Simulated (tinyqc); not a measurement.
Worked calculation: thresholds of impact ionisation and Auger recombination from band masses. Values are carried at full precision from step to step, so a last printed digit may differ when a step is redone from the rounded ones.

Parabolic bands, no phonon. At threshold the three slow carriers share one velocity. With M their total mass and m4 the mass of the fast carrier, the fast carrier has the kinetic energy E_T = G M/(M - m4) and the slow ones together E_a = G m4/(M - m4), the activation energy of the Auger rate. CCCH (fast electron): G = Eg, M = 2 me + mh, m4 = me. CHHS (hole into the split-off band): G = Eg - Dso, M = 2 mh + me, m4 = ms; this form holds for Eg > Dso (below, the process needs about Dso - Eg and is marked by a dash). CHHL (hole into the light band): G = Eg, M = 2 mh + me, m4 = ml. CHHH (fast heavy hole): G = Eg, M = 2 mh + me, m4 = mh.

Constants: kB = 8.617333262e-05 eV/K; hbar^2/2m0 = 3.80998211 eV angstrom^2.

Parameters, chosen for this exercise (near those of CdTe, gap at low temperature and not tied to T; not measured data):

| symbol | value | unit | meaning |
|---|---|---|---|
| Eg | 1.632 | eV | gap at Gamma to the s-like level |
| Dso | 0.925 | eV | spin-orbit splitting |
| me | 0.0969 | m0 | electron mass at Gamma |
| mh | 0.56 | m0 | heavy-hole mass |
| ms | 0.283 | m0 | split-off mass |
| ml | 0.1151 | m0 | light-hole mass |
| T | 250 | K | temperature |

## Thresholds of four processes

Give G, M, m4, E_T, E_a and E_a/kT.

Results:

| process | G (eV) | M | m4 | E_T (eV) | E_a (eV) | E_a/kT |
|---|---|---|---|---|---|---|
| CCCH | 1.6320 | 0.7538 | 0.0969 | 1.8727 | 0.2407 | 11.17 |
| CHHS | 0.7070 | 1.2169 | 0.2830 | 0.9212 | 0.2142 | 9.94 |
| CHHL | 1.6320 | 1.2169 | 0.1151 | 1.8025 | 0.1705 | 7.91 |
| CHHH | 1.6320 | 1.2169 | 0.5600 | 3.0233 | 1.3913 | 64.58 |

The lowest activation energy is that of CHHL (170 meV), then CHHS (214 meV). At equal G a light fast carrier takes up the energy with little momentum, so little is asked of the slow ones; CHHH asks 0.85 Eg. For equal masses E_T would be 3/2 Eg; for electrons here it is 1.148 Eg.

## Momenta at the CCCH threshold

At the threshold of the parabolic CCCH process the fast electron has E_T = Eg M/(M - me), M = 2 me + mh, and the slow carriers E_a = E_T - Eg together. It has k4 = sqrt(me E_T/c), c = hbar^2/2m0; the slow carriers share k4 in proportion to their masses. Give the wave vectors and kinetic energies, and check that they add up to E_a.

k4 = 0.21824 1/angstrom

electron, electron, hole (1/angstrom): 0.02805  0.02805  0.16213

their kinetic energies (meV): 30.95  30.95  178.84

sum = 240.74 meV

The hole carries 74 % of the momentum and of the energy of the slow carriers.

## Non-parabolicity raises the threshold

Non-parabolic fast electron: E (1 + alpha E) = c k^2/me with alpha = (1 - me)^2/Eg; the slow carriers stay parabolic, so E_T = Eg + me E_T (1 + alpha E_T)/M, M = 2 me + mh (the root between Eg and 1.9 Eg).

Give alpha, E_T, E_a = E_T - Eg and k4.

alpha = 0.4997 1/eV
E_T = 2.2439 eV
E_a = 0.6119 eV
k4 = 0.34795 1/angstrom

E_a is 2.54 times the parabolic value, since an electron at E_T above the edge has 1 + alpha E_T = 2.12 times the squared momentum, and E_T itself is 1.20 times higher. In the real crystal the L valleys lie below this energy, so the fast electron may not stay in the Gamma valley.

## Temperature dependence

For non-degenerate carriers at fixed densities the Auger coefficient goes as exp(-E_a/kT), up to slowly varying powers of T. Give exp(-E_a/kT) for the parabolic and the non-parabolic CCCH value, and the characteristic temperature T0 = kT^2/E_a of each.

Boltzmann factors: 1.403e-05  4.615e-13

T0 (K): 22  9

Non-parabolicity lowers the factor by 3.0e+07 times; direct CCCH is then negligible, and processes with lower thresholds, or assisted by phonons or defects, take over.

## Checks

- Largest energy that an electron at k4 can give to a pair, by numerical search, against Eg (eV): both 1.6320.

Run: tinyqc, `OMP_NUM_THREADS=1 python tinyqc.py 1880978 1880979 out.jsonl`; Intel(R) Xeon(R) Processor @ 2.30GHz, one thread, shared host; about 0.01 s of CPU time with all checks.
